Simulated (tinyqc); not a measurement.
The first four gaps: longitudinal sound in a periodic multilayer: transfer matrices, stop bands and folded phonons. Computed by tinyqc, a small Python program. Command: `OMP_NUM_THREADS=1 python tinyqc.py 3027536 3027537 out.jsonl multilayer walk`. One thread of a shared host (Intel(R) Xeon(R) Processor @ 2.30GHz), about 0.01 s of CPU time with the checks.

Layers 1 and 2 repeat with period d = d_1 + d_2; waves travel normal to the layers, without loss. State vector (u, s): displacement u and stress divided by omega. Impedances Z = rho v are in 1e6 kg/(m^2 s).

Inputs (values chosen for the exercise, modelled on gallium arsenide (layer 1), aluminium arsenide (layer 2) and silica (substrate)): density rho_1 = 5.32 g/cm^3; velocity v_1 = 4800 m/s; thickness d_1 = 191 nm; density rho_2 = 3.78 g/cm^3; velocity v_2 = 5600 m/s; thickness d_2 = 228 nm; substrate density = 2.19 g/cm^3; substrate velocity = 5990 m/s.

Method:
- Z = rho v; interface reflection r = (Z_2 - Z_1)/(Z_2 + Z_1) (stress amplitude, from 1 into 2); Bragg frequency f_B = 1/[2 (d_1/v_1 + d_2/v_2)]; long-wave velocity v_eff = d/sqrt[(d_1/v_1)^2 + (d_2/v_2)^2 + (Z_1/Z_2 + Z_2/Z_1)(d_1/v_1)(d_2/v_2)].
- A layer maps (u, s) by [[cos p, sin p/Z], [-Z sin p, cos p]], p = 2 pi f d_i/v_i; one period is M = M_2 M_1, and cos(q d) = trace(M)/2.
- Gap m contains m f_B; its edges, where trace(M)/2 = (-1)^m, are found by root search. Weak-contrast estimate of the width: (4 f_B/pi) |r sin(m pi a)|, a = (d_1/v_1)/(d_1/v_1 + d_2/v_2).

Bragg frequency f_B = 6.21072 GHz

Z_1 = 25.536

Z_2 = 21.168

interface reflection r = -0.0935252

Stop bands (GHz):
```
m  lower edge  upper edge    width  weak-contrast estimate
1       5.840       6.581  0.74053                 0.73945
2      12.408      12.435  0.02662                 0.02662
3      18.262      19.002  0.73957                 0.73849
4      24.816      24.870  0.05321                 0.05321
```

What follows from these numbers?

With a = 0.494, gap 1 is the widest and gap 2 the narrowest: the layers are near a quarter wave each at f_B, so the even gaps almost close. The weak-contrast estimate misses the first width by -0.1 % at |r| = 0.09. Odd gaps open at the edge of the folded zone (q = pi/d), even ones at its centre.
